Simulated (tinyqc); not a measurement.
Comparisons within one model: virtual-crystal alloy in the empirical-pseudopotential method. A value that a table varies takes the place of the one given here.

Empirical pseudopotential on the fcc lattice, atoms at +/- tau, tau = a (1,1,1)/8, no spin-orbit coupling. H(G,G') = c (2 pi/a)^2 |k + G|^2 delta + VS(q) cos(q.tau) + i VA(q) sin(q.tau), q = G - G', c = hbar^2/2m0; k and G in units of 2 pi/a; VS at |q|^2 = 3, 8, 11 and VA at 3, 4, 11, in rydberg, zero elsewhere. At each k the basis holds all G with |k + G|^2 up to 16; energies are counted from the fourth level at Gamma.

Virtual crystal A(1-x)B(x): a = (1 - x) a_A + x a_B. Rule linear: V = (1 - x) V_A + x V_B. Rule volume: V = [(1 - x) a_A^3 V_A + x a_B^3 V_B]/a^3, since a form factor is an atomic potential divided by the cell volume.

Constants: hbar^2/2m0 = 3.80998211 eV angstrom^2; Ry = 13.60569312 eV.

Parameters, chosen for this exercise (classic local form factors of the size used for Si (A) and Ge (B), which place X and L only to a few tenths of an eV; the results hold for these values, not for the real material): a = (5.431, 5.661) angstrom (lattice constants of A, B); VSA = (-0.206, 0.039, 0.081) Ry (symmetric form factors of A); VAA = (0, 0, 0) Ry (antisymmetric form factors of A); VSB = (-0.232, 0.011, 0.059) Ry (symmetric form factors of B); VAB = (0, 0, 0) Ry (antisymmetric form factors of B); rule = volume (mixing rule).

## Gaps across the alloy

Gaps from the valence top to the fifth band at Gamma, at L = (1/2,1/2,1/2) and at the lowest of k = (f,0,0), f = 0.70, 0.75, ..., 1.00. Bowing C = 4 [(E(0) + E(1))/2 - E(1/2)].

Gaps (eV):

| x | Gamma | Delta/X | f of the minimum | L | lowest |
|---|---|---|---|---|---|
| 0.000 | 3.324 | 0.690 | 0.85 | 1.798 | Delta/X |
| 0.167 | 3.353 | 0.754 | 0.85 | 1.653 | Delta/X |
| 0.333 | 3.018 | 0.815 | 0.85 | 1.508 | Delta/X |
| 0.500 | 2.556 | 0.873 | 0.85 | 1.364 | Delta/X |
| 0.667 | 2.102 | 0.928 | 0.85 | 1.221 | Delta/X |
| 0.833 | 1.657 | 0.980 | 0.85 | 1.080 | Delta/X |
| 1.000 | 1.221 | 1.029 | 0.85 | 0.942 | L |

bowing (eV): Gamma -1.134, Delta/X -0.054, L 0.024

How do the results move?

The lowest valley changes: Delta/X to L between x = 0.833 and 1.000. From A to B the Gamma gap moves by -2.10 eV, L by -0.86 eV and Delta/X by +0.34 eV; a move of Delta/X below about 0.4 eV is within the error of such form factors, sign included. The virtual crystal holds no disorder and no bond relaxation, so its bowing comes from the non-linear dependence on the mean potential and volume alone, and it may differ from measured bowing, which is positive in these alloys, in size and even in sign; crossings move with it; where the character of the fifth band at Gamma changes along x, its value mixes two levels.

## Two mixing rules

Gaps from the valence top to the fifth band at Gamma, at L = (1/2,1/2,1/2) and at the lowest of k = (f,0,0), f = 0.70, 0.75, ..., 1.00. Both rules agree at the ends.

Gaps (eV):

| x | Gamma, linear | Delta/X, linear | L, linear | Gamma, volume | Delta/X, volume | L, volume |
|---|---|---|---|---|---|---|
| 0.25 | 3.313 | 0.782 | 1.602 | 3.252 | 0.785 | 1.580 |
| 0.50 | 2.639 | 0.869 | 1.394 | 2.556 | 0.873 | 1.364 |
| 0.75 | 1.941 | 0.952 | 1.173 | 1.878 | 0.954 | 1.151 |

How do the results move?

At x = 0.5 the volume rule moves Gamma by -83 meV, Delta/X by +3 meV and L by -30 meV, that is the bowing by -4 times these; the lattice constants differ by 4.2 %, and the rules would coincide for equal ones.

Computed by tinyqc, a small Python program: `OMP_NUM_THREADS=1 python tinyqc.py 1050105 1050106 out.jsonl` (the numbers bound the seed that draws the inputs); one thread of a shared host (Intel(R) Xeon(R) Processor @ 2.30GHz), about 0.2 s for the whole set of steps.
